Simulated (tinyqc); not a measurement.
Two-diode model of a solar cell: one step of the calculation.

J is the current delivered and Vj = V + J Rs the junction voltage. J = X JL - J01 (exp(Vj/(n1 Vt)) - 1) - J02 (exp(Vj/(2 Vt)) - 1) - Vj/Rp. The photocurrent does not depend on voltage.

Problem. Figures of merit. Jsc at V = 0, Voc at J = 0, the maximum power point where J (1 + 2 Rs G) = G Vj with G = -dJ/dVj; FF = Vmp Jmp/(Voc Jsc); efficiency Vmp Jmp/(X Pin). Empirical fill factor without parasitics FF0 = (v - ln(v + 0.72))/(v + 1), v = Voc/(n1 Vt).

Inputs (values chosen for the exercise); values of the order met in cells of germanium:
- T = 300 K (temperature)
- JL = 44.2 mA/cm^2 (photocurrent at one sun)
- X = 50 suns (concentration)
- J01 = 2.4e-5 A/cm^2 (saturation current of the first diode)
- n1 = 1 (ideality factor of the first diode)
- Rs = 0.022 ohm cm^2 (series resistance)
- Rp = 2000 ohm cm^2 (shunt resistance)
- Pin = 100 mW/cm^2 (incident power at one sun)
- J02 = 4.9e-5 A/cm^2 (saturation current of the second diode (ideality 2))

Constants: q = 1.602176634e-19 C, kB = 1.380649e-23 J/K, Vt = kB T/q. Results are converted to the units shown.

Wanted: Jsc; Voc; Vmp; Jmp; FF; efficiency; FF0.

Solution.

Jsc = 2210 mA/cm^2
Voc = 0.2953 V
Vmp = 0.2023 V
Jmp = 1901 mA/cm^2
FF = 0.5894
efficiency = 7.693 %
FF0 = 0.7185

FF is 18 % below FF0. Removing one loss at a time changes the efficiency by: series resistance +1.67, second diode +0.02, shunt +0.00 points.

Computed by the program tinyqc: `OMP_NUM_THREADS=1 python tinyqc.py 2280033 2280034 out.jsonl`, one thread of a shared Intel Xeon 2.30GHz, about 0.01 s for the whole run.
